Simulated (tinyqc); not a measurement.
What moves the results: free and nearly free electrons in a metal. A value that a table varies takes the place of the one given here.

The cubic cell holds 4 atoms: n = 4 z/a^3, kF = (3 pi^2 n)^(1/3), EF = c kF^2/m, vF = 2 c kF/(m hbar), c = hbar^2/2m0; rs = (3/(4 pi n))^(1/3)/a0; D(EF) = 3 n/(2 EF).

Two plane waves k and k - G, G = (111) (2 pi/a): H = [[c k^2/m, V], [V, c (k - G)^2/m]] with c = hbar^2/2m0.

Square wire of width w with grain size w: rho/rho0 = 1/(1 - 3 al/2 + 3 al^2 - 3 al^3 ln(1 + 1/al)) + (3/4) (1 - p) l/w, with al = (l/w) Rg/(1 - Rg) (Mayadas-Shatzkes plus the thick-wire form of Fuchs-Sondheimer); l = hbar kF/(n e^2 rho), e = 1.602176634e-19 C.

Constants: hbar^2/2m0 = 3.80998211 eV angstrom^2; hbar = 6.58211957e-16 eV s; a0 (Bohr radius) = 0.5291772105 angstrom.

Values chosen for the exercise (near those of Au, whose d bands this model ignores; the results hold for these values, not for the real material):
- a = 4.093 angstrom (fcc lattice constant)
- z = 1 (free electrons an atom)
- m = 1 m0 (mass)
- rho = 2.3 micro-ohm cm (bulk resistivity)
- p = 0.2 (specularity of the surfaces)
- Rg = 0.17 (reflection at grain boundaries)
- w = 14 nm (wire width)

## When the Fermi surface touches the face

On the face the lower band is E = c (G^2/4 + q^2)/m - V, q along the face. EF is held at its free value. A neck opens where EF > c G^2/(4m) - V, with radius q; the second band fills where EF > c G^2/(4m) + V.

Necks:

| V (eV) | lower band at the face centre (eV) | neck radius (1/angstrom) | radius/kF |
|---|---|---|---|
| 0.2 | 6.534 | - | - |
| 0.5 | 6.234 | - | - |
| 0.8 | 5.934 | - | - |
| 1.1 | 5.634 | - | - |
| 1.4 | 5.334 | 0.1991 | 0.166 |
| 1.8 | 4.934 | 0.3803 | 0.317 |
| 2.2 | 4.534 | 0.4996 | 0.416 |
| 2.6 | 4.134 | 0.5955 | 0.496 |

EF = 5.485 eV
c G^2/(4m) = 6.734 eV

What does this show, and why?

Contact needs V > 1.249 eV. It is first met at V = 1.4 eV of those listed, and the radius then grows as the square root of the excess, to 0.496 kF at 2.6 eV. EF is held at its free value here; a count of states lowers it as V grows, strongly for V of an eV or more, so the threshold is a lower bound, the radii are upper bounds, and some necks may vanish.

## Resistivity of narrow wires

Wires:

| w (nm) | al | grain term (factor - 1) | surface term | rho (micro-ohm cm) |
|---|---|---|---|---|
| 200 | 0.038 | 0.056 | 0.110 | 2.68 |
| 100 | 0.075 | 0.110 | 0.220 | 3.06 |
| 50 | 0.150 | 0.217 | 0.441 | 3.81 |
| 30 | 0.251 | 0.358 | 0.735 | 4.81 |
| 20 | 0.376 | 0.531 | 1.102 | 6.06 |
| 14 | 0.537 | 0.752 | 1.574 | 7.65 |
| 10 | 0.752 | 1.044 | 2.204 | 9.77 |
| 7 | 1.075 | 1.479 | 3.149 | 12.94 |

l = 36.74 nm

How do the results move?

At 7 nm the resistivity is 5.63 times the bulk value; surfaces add more (1.48 from grains, 3.15 from surfaces). It passes twice the bulk value between 50 and 30 nm. The surface formula is meant for w above l = 37 nm, so the rows below that are rough.

## What sets the wire resistivity

All results formed anew. Each row changes one parameter from the base and keeps the others.

Results:

| case | EF (eV) | l (nm) | wire rho (micro-ohm cm) |
|---|---|---|---|
| base | 5.485 | 36.74 | 7.650 |
| a = 4.216 angstrom | 5.169 | 38.98 | 7.974 |
| m = 1.2 m0 | 4.571 | 36.74 | 7.650 |
| rho = 2.76 micro-ohm cm | 5.485 | 30.61 | 8.118 |
| p = 0.5 | 5.485 | 36.74 | 6.292 |
| Rg = 0.119 | 5.485 | 36.74 | 7.074 |
| w = 9.8 nm | 5.485 | 36.74 | 9.921 |

How do the results move?

The largest shifts from the base row, up to three for each result and ties (the steps differ in size, so this ranks the rows, not the parameters). EF (eV): m -0.914, a -0.315; unchanged at the printed digits by rho, p, Rg and w. l (nm): rho -6.12, a +2.24; unchanged at the printed digits by m, p, Rg and w. wire rho (micro-ohm cm): w +2.271, p -1.358, Rg -0.576; unchanged at the printed digits by m. The mass drops out of l at given rho, because vF falls and tau rises by the same factor.

tinyqc: `OMP_NUM_THREADS=1 python tinyqc.py 1651596 1651597 out.jsonl`; about 0.01 s, one thread, shared Intel(R) Xeon(R) Processor @ 2.30GHz.
